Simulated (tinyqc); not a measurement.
Transmission spectrum against simple models: phonon transmission through an interface between two chains by Green functions. Computed by tinyqc, a small Python program. Command: `OMP_NUM_THREADS=1 python tinyqc.py 3023263 3023264 out.jsonl agf walk`. One thread of a shared host (Intel(R) Xeon(R) Processor @ 2.30GHz), about 0.01 s of CPU time with the checks.

Two semi-infinite chains (masses m_1, m_2; springs k_1, k_2), motion along the chain. The central region holds the end atom of each chain and three interlayer atoms of mass m_b, joined by springs k_b. lambda = omega^2 in eV/(angstrom^2 u); nu = 15.6333042 THz x sqrt(lambda).

Inputs (values chosen for the exercise, for two model chains): mass m_1 = 48.4 u; spring k_1 = 5.12 eV/angstrom^2; mass m_2 = 285 u; spring k_2 = 2.32 eV/angstrom^2; junction spring k_b = 2.21 eV/angstrom^2; interlayer mass m_b = 147 u; probe frequency / lower band top = 0.18.

Atoms in the interlayer: three.

Constants: nu for 1 eV/(angstrom^2 u) = 15.6333042 THz.

Method:
- nu_max = 15.6333042 THz x 2 sqrt(k/m); impedance Z = sqrt(k m); long-wave transmission 4 Z_1 Z_2/(Z_1 + Z_2)^2; the probe frequency is the given share of the lower band top.
- In chain i, sin(q_i a/2) = nu/nu_max,i. An outgoing wave makes the next atom move as exp(i q_i a) times the end atom, so the lead adds the self-energy Sigma_i = -k_i exp(i q_i a) to the force-constant matrix; Gamma_i = -2 Im Sigma_i = 2 k_i sin(q_i a).
- A = lambda M - K - Sigma over the central atoms, with K_ii the sum of the springs at i, K_(i,i+1) = -k_b; G = inverse of A; transmission = Gamma_1 Gamma_2 |G_(first,last)|^2.
- Long-wave value 4 Z_1 Z_2/(Z_1 + Z_2)^2. Continuum estimate, with omega = sqrt(lambda): a slab of impedance Z_b = sqrt(k_b m_b) and phase p = omega x (number of interlayer atoms) x sqrt(m_b/k_b), tau = 4 Z_1 Z_2/[(Z_1 + Z_2)^2 cos^2 p + (Z_b + Z_1 Z_2/Z_b)^2 sin^2 p].

band top of chain 1 = 10.1693 THz

band top of chain 2 = 2.82100 THz

long-wave transmission = 0.942139

Z_1 = 15.7419 sqrt(eV u)/angstrom

Z_2 = 25.7138 sqrt(eV u)/angstrom

Transmission:
```
nu/nu_top  nu (THz)  Green function  long-wave value  continuum estimate
0.05         0.1410         0.94266          0.94214             0.94424
0.15         0.4231         0.94810          0.94214             0.95897
0.25         0.7052         0.96321          0.94214             0.97835
0.35         0.9873         0.98535          0.94214             0.98797
0.45         1.2694         0.99209          0.94214             0.98021
0.55         1.5515         0.94978          0.94214             0.96125
0.65         1.8336         0.86004          0.94214             0.94530
0.75         2.1157         0.77856          0.94214             0.94339
0.85         2.3978         0.77092          0.94214             0.95677
0.92         2.5953         0.83005          0.94214             0.97067
0.98         2.7646         0.79035          0.94214             0.98125
```

The transmission starts at the impedance value 0.942 and vanishes at the lower band top, 2.82 THz, above which chain 2 has no states. It rises to 0.992 at nu/nu_top = 0.45, where the two sides are matched better than for long waves. The continuum estimate is within 0.05 up to nu/nu_top = 0.55; it leaves out dispersion, and it puts the faces of the slab half a spring from its outer atoms.
